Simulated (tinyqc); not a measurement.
Inside a calculation. Method: Pariser-Parr-Pople SCF with singles CI, for the molecule C=CC=C(Cl)C=C (SMILES; centres numbered as the heavy atoms are written). Computed by tinyqc, a small Python program that keeps every step. Settings: charge = 0, gamma = MN, start = core, damping = 0, iteration cap = 51, excitations kept = 9. Command: `OMP_NUM_THREADS=1 python tinyqc.py 20432 20433 out.jsonl` (the two numbers bound the seeds that draw the settings). One thread of a shared host (Intel(R) Xeon(R) Processor @ 2.60GHz), about 0.01 s of CPU time with the checks. Later iterations appear only in the table of the cycle.

## PPP integrals

Centres (angstrom, eV; a flat drawing with bonds scaled to 1.40 angstrom):
```
centre         x         y  core charge z         W  gamma_rr
1C      -3.16100  -0.30100              1  11.16000  11.13000
2C      -1.88700   0.28000              1  11.16000  11.13000
3C      -0.74700  -0.53200              1  11.16000  11.13000
4C       0.52700   0.05000              1  11.16000  11.13000
5Cl      0.66000   1.44400              2  26.00000  13.00000
6C       1.66700  -0.76200              1  11.16000  11.13000
7C       2.94100  -0.18000              1  11.16000  11.13000
```

Resonance integrals (eV):
```
i  j      beta
1  2  -2.39000
2  3  -2.39000
3  4  -2.39000
4  5  -1.59000
4  6  -2.39000
6  7  -2.39000
```

Mataga-Nishimoto: gamma = 14.399645/(R + a), a = 2 x 14.399645/(gamma_rr + gamma_ss); H_rr = -W_r - sum_(s != r) z_s gamma_rs; H_rs = beta for bonds.

repulsion gamma_rs (eV):
```
           1C        2C        3C        4C       5Cl        6C        7C
1C   11.13000   5.34509   3.87213   2.88083   2.66951   2.34380   1.94670
2C    5.34509  11.13000   5.34629   3.87222   3.60543   2.88144   2.34383
3C    3.87213   5.34629  11.13000   5.34426   3.97863   3.87222   2.88078
4C    2.88083   3.87222   5.34426  11.13000   5.55149   5.34629   3.87222
5Cl   2.66951   3.60543   3.97863   5.55149  13.00000   3.97948   3.60571
6C    2.34380   2.88144   3.87222   5.34629   3.97948  11.13000   5.34426
7C    1.94670   2.34383   2.88078   3.87222   3.60571   5.34426  11.13000
```

core matrix H (eV):
```
            1C         2C         3C         4C        5Cl         6C         7C
1C   -32.88756   -2.39000    0.00000    0.00000    0.00000    0.00000    0.00000
2C    -2.39000  -38.15973   -2.39000    0.00000    0.00000    0.00000    0.00000
3C     0.00000   -2.39000  -40.43294   -2.39000    0.00000    0.00000    0.00000
4C     0.00000    0.00000   -2.39000  -43.57880   -1.59000   -2.39000    0.00000
5Cl    0.00000    0.00000    0.00000   -1.59000  -49.39024    0.00000    0.00000
6C     0.00000    0.00000    0.00000   -2.39000    0.00000  -38.90697   -2.39000
7C     0.00000    0.00000    0.00000    0.00000    0.00000   -2.39000  -34.75922
```

## Starting guess

pi electrons, sum of z_r less the charge = 8

Orbitals of the core matrix H.

P at the start:
```
           1C        2C        3C        4C       5Cl        6C        7C
1C    0.09827   0.30661   0.21679  -0.16025   0.02226   0.11262   0.08374
2C    0.30661   0.99142   0.83077  -0.37265   0.04709   0.20712   0.17820
3C    0.21679   0.83077   1.19215   0.38452  -0.04892  -0.24232  -0.13016
4C   -0.16025  -0.37265   0.38452   1.79607   0.02537   0.20195  -0.11153
5Cl   0.02226   0.04709  -0.04892   0.02537   1.99682  -0.02294   0.00837
6C    0.11262   0.20712  -0.24232   0.20195  -0.02294   1.54735   0.73811
7C    0.08374   0.17820  -0.13016  -0.11153   0.00837   0.73811   0.37792
```

## Iteration 1: Fock matrix

F_rr = H_rr + P_rr gamma_rr / 2 + sum_(s != r) P_ss gamma_rs; F_rs = H_rs - P_rs gamma_rs / 2; E = tr P (H + F) / 2 + core repulsion sum_(r<s) z_r z_s gamma_rs.

F (eV):
```
           1C        2C        3C        4C        5Cl        6C        7C
1C   -7.55823  -3.20944  -0.41971   0.23083   -0.02971  -0.13198  -0.08151
2C   -3.20944  -6.24507  -4.61076   0.72150   -0.08488  -0.29841  -0.20883
3C   -0.41971  -4.61076  -3.49402  -3.41748    0.09732   0.46915   0.18747
4C    0.23083   0.72150  -3.41748  -2.26912   -1.66043  -2.92985   0.21593
5Cl  -0.02971  -0.08488   0.09732  -1.66043  -10.33979   0.04564  -0.01510
6C   -0.13198  -0.29841   0.46915  -2.92985    0.04564  -3.02434  -4.36232
7C   -0.08151  -0.20883   0.18747   0.21593   -0.01510  -4.36232  -4.28257
```

pi energy = -103.13382 eV

## Iteration 1: orbitals and new P

Diagonalise F (the basis is taken as orthonormal) and form P = 2 sum c c over the lowest orbitals.

orbital energies (eV): -11.85709  -10.71870  -8.49214  -6.62698  -3.54592  0.37672  3.65097

P after iteration 1:
```
           1C        2C        3C        4C       5Cl        6C        7C
1C    1.58544   0.57241  -0.26953  -0.45321   0.11185   0.00162   0.19763
2C    0.57241   0.99923   0.78137   0.20927  -0.08603  -0.02863  -0.09896
3C   -0.26953   0.78137   1.02764   0.52926  -0.06148   0.01536  -0.17864
4C   -0.45321   0.20927   0.52926   0.52762   0.27052   0.35557   0.21895
5Cl   0.11185  -0.08603  -0.06148   0.27052   1.94650  -0.02608  -0.08109
6C    0.00162  -0.02863   0.01536   0.35557  -0.02608   0.91568   0.92990
7C    0.19763  -0.09896  -0.17864   0.21895  -0.08109   0.92990   0.99788
```

## Iteration 2: Fock matrix

As before.

F (eV):
```
           1C        2C        3C        4C        5Cl        6C        7C
1C   -3.93951  -3.91978   0.52182   0.65280   -0.14929  -0.00190  -0.19237
2C   -3.91978  -4.59224  -4.47873  -0.40516    0.15509   0.04125   0.11597
3C    0.52182  -4.47873  -6.24836  -3.80425    0.12231  -0.02974   0.25731
4C    0.65280  -0.40516  -3.80425  -7.14847   -2.34090  -3.34050  -0.42391
5Cl  -0.14929   0.15509   0.12231  -2.34090  -14.64327   0.05190   0.14619
6C   -0.00190   0.04125  -0.02974  -3.34050    0.05190  -7.33694  -4.87482
7C   -0.19237   0.11597   0.25731  -0.42391    0.14619  -4.87482  -6.86196
```

pi energy = -110.78378 eV

## Iteration 2: orbitals and new P

As before.

orbital energies (eV): -15.72293  -13.29185  -11.36461  -7.55947  -3.35920  -1.07386  1.60116

P after iteration 2:
```
           1C        2C        3C        4C       5Cl        6C        7C
1C    0.86966   0.79833   0.03626  -0.49515   0.13124  -0.01575   0.28588
2C    0.79833   1.04548   0.59061  -0.06047  -0.01006  -0.06817   0.05818
3C    0.03626   0.59061   1.00478   0.73764  -0.14544  -0.02041  -0.29012
4C   -0.49515  -0.06047   0.73764   1.09954   0.18109   0.40354  -0.03894
5Cl   0.13124  -0.01006  -0.14544   0.18109   1.96192  -0.05331  -0.02452
6C   -0.01575  -0.06817  -0.02041   0.40354  -0.05331   1.01999   0.91027
7C    0.28588   0.05818  -0.29012  -0.03894  -0.02452   0.91027   0.99863
```

## Iteration 3: Fock matrix

As before.

F (eV):
```
           1C        2C        3C        4C        5Cl        6C        7C
1C   -5.82944  -4.52356  -0.07020   0.71322   -0.17518   0.01845  -0.27827
2C   -4.52356  -5.71049  -3.96878   0.11708    0.01813   0.09821  -0.06818
3C   -0.07020  -3.96878  -5.37603  -4.36106    0.28933   0.03952   0.41788
4C    0.71322   0.11708  -4.36106  -5.32474   -2.09266  -3.46873   0.07539
5Cl  -0.17518   0.01813   0.28933  -2.09266  -12.78528   0.10607   0.04421
6C    0.01845   0.09821   0.03952  -3.46873    0.10607  -5.26639  -4.82237
7C   -0.27827  -0.06818   0.41788   0.07539    0.04421  -4.82237  -5.38102
```

pi energy = -113.45860 eV

## Iteration 3: orbitals and new P

As before.

orbital energies (eV): -13.74738  -12.11028  -10.95506  -8.38684  -2.45559  0.07927  1.90248

P after iteration 3:
```
           1C        2C        3C        4C       5Cl        6C        7C
1C    1.03061   0.86917  -0.02801  -0.41148   0.10951  -0.01068   0.24779
2C    0.86917   0.99183   0.48976   0.00773  -0.02608  -0.06219  -0.00167
3C   -0.02801   0.48976   1.03762   0.79251  -0.15322   0.01179  -0.32595
4C   -0.41148   0.00773   0.79251   0.97832   0.19919   0.40294   0.00666
5Cl   0.10951  -0.02608  -0.15322   0.19919   1.95945  -0.04932  -0.03476
6C   -0.01068  -0.06219   0.01179   0.40294  -0.04932   0.99809   0.91164
7C    0.24779  -0.00167  -0.32595   0.00666  -0.03476   0.91164   1.00409
```

## Convergence

Stop when output and input P, before any damping, agree to 1e-7.

Course of the cycle:
```
iteration        E (eV)  largest |P(out) - P(in)|
1          -103.1338171                  1.49e+00
2          -110.7837786                  7.16e-01
3          -113.4585970                  1.61e-01
4          -113.7986035                  4.75e-02
5          -113.8405046                  2.08e-02
6          -113.8481143                  9.02e-03
7          -113.8495487                  3.90e-03
8          -113.8498224                  1.69e-03
9          -113.8498752                  7.36e-04
10         -113.8498855                  3.21e-04
11         -113.8498876                  1.41e-04
12         -113.8498880                  6.18e-05
13         -113.8498880                  2.72e-05
14         -113.8498881                  1.20e-05
15         -113.8498881                  5.33e-06
16         -113.8498881                  2.37e-06
17         -113.8498881                  1.05e-06
18         -113.8498881                  4.69e-07
19         -113.8498881                  2.10e-07
20         -113.8498881                  9.38e-08
```

Converged in 20 iterations.

## Converged orbitals

Charges are z - P_rr.

orbital energies (eV): -14.12323  -12.19758  -11.10542  -8.62362  -2.30653  0.03464  1.66691

coefficients:
```
         MO1       MO2       MO3       MO4       MO5       MO6       MO7
1C   0.05944  -0.29804  -0.40205   0.50305  -0.47500  -0.45092  -0.25293
2C   0.12749  -0.45199  -0.46495   0.25232   0.25211   0.51241   0.41652
3C   0.24543  -0.45527  -0.17888  -0.46551   0.42370  -0.18050  -0.52125
4C   0.42863  -0.30352   0.16989  -0.43506  -0.43149  -0.21791   0.52187
5Cl  0.81978   0.50604  -0.15220   0.17089   0.10395   0.03818  -0.08510
6C   0.22752  -0.32268   0.54754   0.21229  -0.28305   0.51219  -0.39597
7C   0.11154  -0.21745   0.48821   0.45059   0.50417  -0.43618   0.23335
```

pi charges: 1C -0.01414, 2C -0.00078, 3C -0.03241, 4C 0.01204, 5Cl 0.03901, 6C -0.00151, 7C -0.00221

## Singles CI, singlets

Over the 9 single excitations with the smallest orbital gaps: A = (e_a - e_i) delta + 2 (ia|jb) - (ij|ab), with (pq|rs) = sum c_mp c_mq gamma_mn c_nr c_ns. f = 2/3 w |mu|^2 in atomic units, mu = sqrt2 sum c_ia sum_m c_mi c_ma R_m.

singlet CI matrix (eV):
```
          4>5       4>6       3>5       2>5       4>7       3>6       1>5       2>6
4>5   4.17458   0.02004   0.03732  -0.12244  -0.01964  -0.00856  -0.06122   0.02191
4>6   0.02004   5.83248  -0.53305  -0.08573   0.01421   0.01051  -0.10598  -0.51962
3>5   0.03732  -0.53305   6.01168   0.08396  -0.01080  -0.02849   0.11115  -0.17647
2>5  -0.12244  -0.08573   0.08396   6.59644  -0.56648  -0.05230  -0.21476  -0.04949
4>7  -0.01964   0.01421  -0.01080  -0.56648   7.06667   0.03781   0.38018   0.00513
3>6  -0.00856   0.01051  -0.02849  -0.05230   0.03781   8.38912  -0.03558   0.02779
1>5  -0.06122  -0.10598   0.11115  -0.21476   0.38018  -0.03558   8.17371   0.03322
2>6   0.02191  -0.51962  -0.17647  -0.04949   0.00513   0.02779   0.03322   8.87120
3>7  -0.00827   0.25270   0.55250  -0.01716   0.02537   0.06603   0.01250  -0.14754

          3>7
4>5  -0.00827
4>6   0.25270
3>5   0.55250
2>5  -0.01716
4>7   0.02537
3>6   0.06603
1>5   0.01250
2>6  -0.14754
3>7   9.30817
```

singlet excitation energies (eV): 4.16452  5.24204  6.18706  6.42827  7.26210  8.36541  8.39854  8.89503  9.48108

oscillator strengths: 1.56045  0.02363  0.03754  0.00189  0.05581  0.06255  0.25740  0.00160  0.00082

## Singles CI, triplets

Over the 9 single excitations with the smallest orbital gaps: A = (e_a - e_i) delta - (ij|ab), with (pq|rs) = sum c_mp c_mq gamma_mn c_nr c_ns.

triplet CI matrix (eV):
```
          4>5       4>6       3>5       2>5       4>7       3>6       1>5       2>6
4>5   1.28396  -0.15571  -0.11856  -0.12576   0.36802   1.37606   0.28648   0.16985
4>6  -0.15571   3.93370   1.37606   0.16985  -0.13023   0.00310   0.11496   0.39574
3>5  -0.11856   1.37606   4.01435   0.01387  -0.01863   0.34306  -0.15241  -1.15921
2>5  -0.12576   0.16985   0.01387   5.21580   0.98960  -1.15921   0.46401  -0.24338
4>7   0.36802  -0.13023  -0.01863   0.98960   5.18893   1.06851  -0.57843   0.18692
3>6   1.37606   0.00310   0.34306  -1.15921   1.06851   5.97439   0.47007  -0.11546
1>5   0.28648   0.11496  -0.15241   0.46401  -0.57843   0.47007   7.45149  -0.00236
2>6   0.16985   0.39574  -1.15921  -0.24338   0.18692  -0.11546  -0.00236   7.60308
3>7  -0.01863   1.06851  -0.38970  -0.01378   0.03319   0.29925  -0.07893  -1.40228

          3>7
4>5  -0.01863
4>6   1.06851
3>5  -0.38970
2>5  -0.01378
4>7   0.03319
3>6   0.29925
1>5  -0.07893
2>6  -1.40228
3>7   7.99422
```

triplet excitation energies (eV): 0.87962  2.04082  3.12347  5.23645  6.19422  6.87117  7.25732  7.67864  9.37821
